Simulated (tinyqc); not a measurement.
p-type polysilicon, carrier trapping at grain boundaries: one step of the calculation.

One-dimensional grains of size Lg, uniform ionised doping N, monovalent traps Qt at each boundary at a depth Et below (for electrons) or above (for holes) the band edge there, abrupt depletion of width W on each side of a boundary, Boltzmann statistics. xi is the distance from the band edge at the grain centre to the Fermi level. Trapped charge Qt/(1 + exp((xi + VB - Et)/Vt)) = 2 N W, barrier VB = q N W^2/(2 eps0 eps_r).

Problem. Depletion width, Fermi level and barrier. If the trap equation with xi = Vt ln(NB/N) has a root W < Lg/2, the grain is partly depleted; otherwise W = Lg/2 and the trap equation gives xi = Et - VB + Vt ln(Qt/(N Lg) - 1). N* = Qt/Lg.

Parameters, values chosen for the exercise; values of the order met in polycrystalline silicon:

| symbol | value | unit | meaning |
|---|---|---|---|
| T | 400 | K | temperature |
| eps_r | 11.7 |  | relative permittivity |
| NB | 4.08e19 | cm^-3 | valence-band density of states at T |
| Lg | 21 | nm | grain size |
| Qt | 4.7e12 | cm^-2 | trap density of a grain boundary |
| Et | 0.34 | eV | depth of the trap level from the majority band edge at the boundary |
| N | 5.6e18 | cm^-3 | doping |

Constants: q = 1.602176634e-19 C, kB = 1.380649e-23 J/K, Vt = kB T/q, eps0 = 8.8541878128e-14 F/cm where lengths are in cm. Results are converted to the units shown.

Wanted: N*; W; xi; VB; share of traps filled.

Solution.

N* = 2.2381e18 cm^-3
W = 4.1822 nm
xi = 0.068453 V
VB = 0.075742 V
share of traps filled = 0.99660

N is 2.50 N*, and the grain is partly depleted; VB = 2.20 Vt.

tinyqc, about 0.01 s, one thread, Intel Xeon 2.30GHz (shared host): `OMP_NUM_THREADS=1 python tinyqc.py 2830254 2830255 out.jsonl`
